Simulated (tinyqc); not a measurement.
Inside a calculation. Model: scattering of inversion-layer electrons by surface optical phonons of the gate insulator (remote phonon scattering). Computed by tinyqc, a small Python program that keeps every step. Command: `OMP_NUM_THREADS=1 python tinyqc.py 3113917 3113918 out.jsonl sophonon walk`. One thread of a shared host (Intel(R) Xeon(R) Processor @ 2.30GHz), about 0.02 s of CPU time with the checks. Intermediate numbers are printed to about 5 digits and carried at full precision; extremes and crossings named in words are read from the listed rows.

One subband with the Fang-Howard envelope; insulator and channel are half-spaces, the gate is far away, and an interlayer only moves the polar surface away by t (its own modes and its permittivity contrast are left out).

Inputs (values chosen for the exercise, modelled on SiO2 on In0.53Ga0.47As):
```
quantity,value,unit
static constant of the insulator eps_0s,3.91,-
intermediate constant eps_i,3.09,-
optical constant eps_inf,2.46,-
hbar omega_TO1,55.3,meV
hbar omega_TO2,140,meV
constant of the channel eps_s,13.9,-
in-plane mass m,0.0418,m_0
valleys g_v,1,-
sheet density n,3e+12,1/cm^2
mean distance of the electrons z0 = 3/b,2.8,nm
interlayer thickness t,0.95,nm
temperature T,300,K
electron energy E,85,meV
mobility from other processes,3000,cm^2/(V s)
```

Screening by the channel electrons: static.

Constants: k_B = 8.617333262e-05 eV/K; hbar^2/(2 m_0) = 3.80998212 eV angstrom^2; e^2/(4 pi eps_0) = 14.39964548 eV angstrom; hbar = 6.582119569e-16 eV s; e = 1.602176634e-19 C; m_0 = 9.1093837015e-31 kg.

## Surface modes and strengths

eps(w) = eps_inf + (eps_0s - eps_i) w1^2/(w1^2 - w^2) + (eps_i - eps_inf) w2^2/(w2^2 - w^2). Surface modes solve eps(w) + eps_s = 0, a quadratic in w^2; the strength of a mode is g = 2/(w d eps/dw). Occupation N = 1/(exp(hbar w/(k_B T)) - 1).

hbar omega_SO (meV): 1 56.61, 2 142.69

strengths g: 1 0.0026709, 2 0.0023056

occupations N: 1 0.12606, 2 0.00402

hbar omega g (2 N + 1) (meV): 1 0.18932, 2 0.33164

The lower mode has the larger hbar omega g N, the prefactor of absorption before the dependence on q: 0.0191 and 0.00132 meV.

## The electron gas

Density of states D = g_v m/(pi hbar^2); eta = E_F/(k_B T) = ln(exp(n/(D k_B T)) - 1); screening wave number q_s = e^2 D/(2 eps_0 eps_avg) x 1/(1 + exp(-eta)), eps_avg = (eps_s + eps_inf)/2; b = 3/z0.

D = 1.7461e+13 1/(eV cm^2)

eta = 6.6446

q_s = 0.19288 1/nm

b = 1.0714 1/nm

Caution: E_F is high enough for upper subbands or non-parabolicity, left out here, to matter.

## Squared matrix elements

For a mode of strength g, without the occupation factor, Area x |M(q)|^2 = e^2 hbar w g/(2 eps_0 q) x (b/(b + q))^6 exp(-2 q t) / (1 + (q_s/q) H(q))^2, H = (1 + 9 x/8 + 3 x^2/8)/(1 + x)^3, x = q/b.

Area x |M|^2 (meV^2 nm^2):
```
q (1/nm),(b/(b + q))^6,exp(-2 q t),mode 1,mode 2
0.05,0.76059,0.90937,9.1662e+02,1.9945e+03
0.10,0.58544,0.82696,9.5343e+02,2.0746e+03
0.20,0.35812,0.68386,5.7564e+02,1.2525e+03
0.30,0.22737,0.56553,2.9402e+02,6.3976e+02
0.50,0.10046,0.38674,7.4259e+01,1.6158e+02
0.80,0.03522,0.21871,1.1030e+01,2.4001e+01
1.20,0.01102,0.10228,1.1738e+00,2.5540e+00
```

## Rates at the energy E

Approximate momentum relaxation rate, taking tau v alike in the initial and final states: 1/tau = (m/(2 pi hbar^3)) sum over modes and over absorption (N, E' = E + hbar w) and emission (N + 1, E' = E - hbar w > 0) of [(1 - f(E'))/(1 - f(E))] int_0^(2 pi) Area |M(q)|^2 (1 - cos theta) d theta, q^2 = k^2 + k'^2 - 2 k k' cos theta, f the Fermi function; 48 midpoints in theta from 0 to pi.

rates (1/ps): mode 1 absorption 0.045611, mode 1 emission 0.016713, mode 2 absorption 0.006744, mode 2 emission 0.000000

tau at E = 14479 fs

## Mobility

mu = (e/m) int tau E f (1 - f) dE/(k_B T int f dE), by 300 midpoints from 0 to (max(eta, 0) + 14) k_B T; Matthiessen sum with the other processes.

remote-phonon mobility = 2.3812e+06 cm^2/(V s)

total mobility = 2996.2 cm^2/(V s)

loss of mobility = 0.12583 %

Caution: a relaxation time is only an approximation for inelastic scattering, and static or no screening brackets the true dynamic screening only roughly.

## What an interlayer buys

The formulas are those given above.

Against the interlayer thickness:
```
t (nm),remote-phonon mobility (cm^2/(V s)),total (cm^2/(V s))
0.0,8.6532e+05,2989.6
0.3,1.2137e+06,2992.6
0.6,1.6732e+06,2994.6
1.0,2.4996e+06,2996.4
1.5,3.9594e+06,2997.7
2.0,6.0068e+06,2998.5
3.0,1.2382e+07,2999.3
```

1 nm of interlayer raises the remote-phonon mobility by a factor 2.89, as exp(2 q t) with an effective q of 0.53 per nm; between 2 and 3 nm the effective q is 0.36. The total goes from 2990 to 3000 over the first nanometre.

Checks made by the program: sum of strengths against 1/(eps_s + eps_inf) - 1/(eps_s + eps_0s) (relative difference below 1e-10).
